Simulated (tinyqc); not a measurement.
Inside a calculation. Method: Luttinger-Kohn k.p, four valence bands. One step of it, computed by the program tinyqc.

Problem. Bloch Hamiltonian at k. P = c g1 k^2, Q = c g2 (kx^2 + ky^2 - 2 kz^2), R = c sqrt3 [-g2 (kx^2 - ky^2) + 2i g3 kx ky], S = 2 c sqrt3 g3 (kx - i ky) kz, c = hbar^2/2m = 3.809982 eV angstrom^2; rows [P+Q, -S, R, 0], [-S*, P-Q, 0, R], [R*, 0, P-Q, S], [0, R*, S*, P+Q]. The path ends lie at |k| = 0.03 1/angstrom.

Luttinger parameters chosen for this model; energies are counted downward from the top of the valence band:
```
parameter     value  unit
g1         6.260000
g2         0.800000
g3         1.350000
```

k point k (1/angstrom): -0.031000  0.038000  0.019000

Give: H(k) at k.

Solution.

H(k) at k (eV), lower triangle (Hermitian):
```
                 3/2             1/2             -1/2    -3/2
3/2           0.0711
1/2   0.0105-0.0129i          0.0608
-1/2  0.0025+0.0210i          0.0000           0.0608
-3/2          0.0000  0.0025+0.0210i  -0.0105+0.0129i  0.0711
```
